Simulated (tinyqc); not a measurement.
# Delay unit and parasitic delay from two ring oscillators

Inverse problem. A ring of 51 inverters oscillates at 1/(2 x 51 d), with stage delay d = tau (h + p) for fan-out h. Find tau, p and the delay at fan-out 4.

frequencies of 51-stage ring oscillators with fan-out 2 and 4 (GHz): 3.2846159  1.9356977

Solution. d is a straight line in h with slope tau and intercept tau p.

tau = 1.04 ps
p = 0.870
delay at fan-out 4 = 5.06 ps

tinyqc, about 0.01 s, one thread, Intel Xeon 2.30GHz (shared host): `OMP_NUM_THREADS=1 python tinyqc.py 2082041 2082042 out.jsonl`
